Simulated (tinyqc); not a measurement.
Inside a calculation. Model: FinFET, parasitic resistance, capacitance and delay.

Numbers from tinyqc (`OMP_NUM_THREADS=1 python tinyqc.py 2170132 2170133 out.jsonl`; about 0.03 s on one thread of a shared Intel Xeon 2.30GHz). Printed values are rounded.

Nf fins under one contact; each has gated perimeter p = 2 Hf + Wf and cross-section A = Hf Wf; contact width Wc = Nf pf, stack height Hs = Hf. Contact length Lc = CPP - Lg - 2 Lsp, shared by two neighbouring gates. Source and drain sides are equal. The formulas are first-order estimates, not field solutions.

Values chosen for this exercise; values close to those of silicon logic devices:
- T = 300 K (temperature)
- Nf = 3 (number of fins)
- Hf = 42 nm (fin height)
- Wf = 7 nm (fin width)
- pf = 34 nm (fin pitch)
- CPP = 54 nm (contacted gate pitch)
- Lg = 20 nm (gate length)
- Lsp = 6 nm (spacer length)
- ks = 4 (relative permittivity of the spacer)
- Hc = 15 nm (gate height above the channel stack)
- rc = 1.2e-9 ohm cm^2 (contact resistivity)
- re = 0.00029 ohm cm (resistivity of the source-drain epitaxy)
- te = 20 nm (current-carrying depth of the epitaxy)
- rx = 0.00053 ohm cm (resistivity of the extension)
- Lov = 1.5 nm (gate overlap)
- Cinv = 3.3 uF/cm^2 (inversion capacitance)
- vx = 1.3e7 cm/s (injection velocity)
- mu = 230 cm^2/(V s) (apparent mobility)
- VT = 0.3 V (threshold at zero drain voltage)
- dl = 0.027 V/V (barrier lowering)
- n = 1.15 (subthreshold factor)
- Cw = 0.13 fF (wire load)
- Vdd = 0.65 V (supply voltage)

Constants: q = 1.602176634e-19 C, kB = 1.380649e-23 J/K, eps0 = 8.8541878128e-12 F/m, Vt = kB T/q. Results are converted to the units shown.

## Geometry and resistances

Epitaxy sheet resistance Rsh = re/te, transfer length LT = sqrt(rc/Rsh), contact Rc = [sqrt(rc Rsh)/Wc] coth(Lc/(2 LT)); extension of one fin Rx = rx Lsp/A. Effective width N p; for equal currents one side has Rc + Rx/N.

Lc = 22 nm
effective width = 273 nm
Rsh = 145 ohm
LT = 28.7678 nm
Rc = 112.114 ohm
Rx = 108.163 ohm
one side times effective width = 40.4500 ohm um

Lc/2 is 0.38 transfer lengths, and Rc is 4.8 % above the area limit rc/(Wc Lc/2). The contact makes up 75.7 % of one side.

## Capacitances

With N fins: gate Cg = Cinv p N Lg; per side, plate Cp = ks eps0 [Wc (Hs + Hc) - N A]/Lsp, top fringe Cf = (2/pi) ks eps0 Wc ln(1 + Lg/(2 Lsp)), overlap Co = Cinv p N Lov. Cs = Cp + Cf + Co. An inverter of two such devices driving an equal one has the load CL = 2 (Cg + 2 Cs) + 4 Cs + Cw (its own drains counted twice for the Miller effect).

Cg = 180.180 aF
Cp = 29.1126 aF
Cf = 2.25571 aF
Co = 13.5135 aF
CL = 849.414 aF

The channel capacitance gives 42.4 % of CL, the parasitic parts 42.3 % and the wire 15.3 %.

## Iteration 1: fin currents at Vgs = Vdd, Vds = Vdd/2

I at the start (uA): fin 1 0, fin 2 0, fin 3 0

One fin: I = p Q vx u/(1 + |u|^1.8)^(1/1.8), Q = Cinv n Vt ln(1 + exp((Vg' - VT + dl Vd')/(n Vt))), u = Vd' mu/(vx Lg), Vg' = Vgs - v, Vd' = Vds - 2 v, with the drop on each side v = Rc (sum of I) + Rx I. I(new) = I(out).

drop v (mV): fin 1 0, fin 2 0, fin 3 0
I(out) (uA): fin 1 129.634, fin 2 129.634, fin 3 129.634
I after iteration 1 (uA): fin 1 129.634, fin 2 129.634, fin 3 129.634

## Iteration 2: fin currents at Vgs = Vdd, Vds = Vdd/2

As before.

drop v (mV): fin 1 57.6230, fin 2 57.6230, fin 3 57.6230
I(out) (uA): fin 1 99.3597, fin 2 99.3597, fin 3 99.3597
I after iteration 2 (uA): fin 1 99.3597, fin 2 99.3597, fin 3 99.3597

## Course of the iteration: fin currents at Vgs = Vdd, Vds = Vdd/2

Stop when the largest change of I is below 1e-6 uA, or after 80 iterations.

Course of the iteration:
```
iteration  total I (uA)  largest |change| of one entry (uA)
1               388.902                                 130
2               298.079                                30.3
3               320.974                                7.63
4               315.334                                1.88
5               316.731                               0.466
6               316.385                               0.115
7               316.471                              0.0285
8               316.450                             7.05e-3
9               316.455                             1.74e-3
10              316.454                             4.32e-4
11              316.454                             1.07e-4
12              316.454                             2.64e-5
13              316.454                             6.54e-6
14              316.454                             1.62e-6
15              316.454                             4.00e-7
```

Converged in 15 iterations. At the end each change is about 0.25 times the one before: linear convergence.

## Effective current, delay and energy

IH = I(Vdd, Vdd/2) = 316.454 uA
IL = I(Vdd/2, Vdd), solved likewise = 49.0399 uA

Ieff = (IH + IL)/2, delay CL Vdd/(2 Ieff), energy CL Vdd^2, with CL the load of an inverter that drives an equal one.

Ieff = 182.747 uA
delay = 1.51061 ps
energy = 358.878 aJ

Without any series resistance Ieff would be 222 uA, so the resistances cost 17.8 %.
